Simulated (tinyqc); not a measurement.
Gate-all-around wire, scale length and short-channel effects: two steps of the calculation.

A round wire of diameter ts in an insulator shell of thickness ti under a surrounding gate. Below threshold the potential that source and drain add obeys Laplace's equation and vanishes on the gate. Its lowest mode decays along the channel as exp(-k y); k is the smallest positive root of the matching condition at the interface, and the scale length is Lambda = pi/k.

Parameters, values chosen for the exercise; permittivities: semiconductor close to that of indium arsenide, insulator close to that of silicon dioxide:
- T = 300 K (temperature)
- eps_r = 14.8 (relative permittivity of the semiconductor)
- ei = 3.85 (relative permittivity of the insulator)
- ti = 2.4 nm (insulator thickness)
- ts = 12.4 nm (wire diameter)
- L = 48 nm (channel length)
- Vbi = 0.98 V (potential of the source)
- sT = 0.47 V (potential of the barrier top at threshold)
- VTL = 0.4 V (long-channel threshold)
- m = 1 (long-channel body factor)
- Vds = 0.5 V (drain voltage)

Constants: q = 1.602176634e-19 C, kB = 1.380649e-23 J/K, Vt = kB T/q. Results are converted to the units shown.

Question 1. Decay constant by Newton steps. f(k) = ei J0(u)[J1(u) Y0(v) - Y1(u) J0(v)] - eps_r J1(u)[J0(u) Y0(v) - Y0(u) J0(v)], u = k ts/2, v = u + k ti; f' by a central difference with +/- 1e-5 1/nm; k(new) = k - f/f'.

k after iteration 1 = 0.17813490 1/nm

Wanted: f; f'; k after iteration 2.

Answer 1.

f = 0.051632
f' = -20.498 nm
k after iteration 2 = 0.18065 1/nm

Question 2. Threshold shift, barrier position and swing. Along the channel psi(y) = s + a exp(y/l) + b exp(-y/l) with psi(0) = Vbi, psi(L) = Vbi + Vds and l = 1/k = Lambda/pi; with A = Vbi - s, B = A + Vds, x = exp(-L/l): a = (B - A x) x/(1 - x^2), b = (A - B x)/(1 - x^2). The minimum is s + 2 sqrt(a b), at y = (l/2) ln(b/a). The long-channel potential follows the gate as s = sT + (Vg - VTL)/m, and the threshold VT is the gate voltage at which the minimum equals sT. Swing = m Vt ln 10/g at threshold, g = d(minimum)/ds = 1 - (b x + a)/((1 + x) sqrt(a b)).

l = 5.5344717 nm

Find: s at threshold; a; b; position of the minimum; VT; swing.

Answer 2.

s at threshold = 0.4507 V
a = 1.762e-4 V
b = 0.5291 V
position of the minimum = 22.16 nm
VT = 0.3807 V
swing = 61.22 mV/decade

The threshold lies 19.3 mV below the long-channel value, and the barrier top sits at 0.46 L from the source.

tinyqc, about 0.01 s, one thread, Intel Xeon 2.30GHz (shared host): `OMP_NUM_THREADS=1 python tinyqc.py 2420055 2420056 out.jsonl`
